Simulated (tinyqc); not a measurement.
Pillar capacitor in an array: capacitance, non-linearity, leakage and relaxation: one step of the calculation.

A film between two metal electrodes, each interface adding a series capacitance ci. The small-signal permittivity is ek (1 + aq E^2); the field is found with the linear permittivity. Leakage J = J0 sinh(E/Ef). After a voltage step the film passes a relaxation current kr C V tt^(-nr), tt being the time in seconds. The sidewall is a coaxial capacitor with radii a = dm/2 and b = dm/2 + t, depth AR dm; the end face is left out.

Task. Cell capacitance, fields and time constant. Per length 1/c = ln(b/a)/(2 pi eps0 ek) + (1/a + 1/b)/(2 pi ci); cell capacitance c AR dm; per footprint over pt^2; fields c V/(2 pi eps0 ek r) at r = a and b; resistance of the inner electrode rho AR dm/(pi a^2); time constant R C/3 of the distributed line.

Values chosen for this exercise; permittivity of the order of that of strontium titanate: relative permittivity of the film ek = 142; film thickness t = 24 nm; capacitance of each electrode interface (dead layer and screening) ci = 32 uF/cm^2; bias V = 1.4 V; diameter of the pillar dm = 150 nm; aspect ratio, depth over diameter AR = 70; pitch of the square array pt = 310 nm; resistivity of the inner electrode rho = 500 uohm cm.

Constants: eps0 = 8.8541878128e-14 F/cm where lengths are in cm. Results are converted to the units shown.

Wanted: a; b; cell capacitance; capacitance per footprint; field at a; field at b; R; R C/3.

Result.

a = 75.000 nm
b = 99.000 nm
cell capacitance = 224.36 fF
capacitance per footprint = 233.47 uF/cm^2
field at a = 0.50491 MV/cm
field at b = 0.38250 MV/cm
R = 2.9709 kohm
R C/3 = 222.19 ps

The array gives 59.2 times the planar capacitance per footprint; curvature makes the field at the inner electrode 1.15 times the planar value.

Computed by the program tinyqc: `OMP_NUM_THREADS=1 python tinyqc.py 2102133 2102134 out.jsonl`, one thread of a shared Intel Xeon 2.30GHz, about 0.01 s for the whole run.
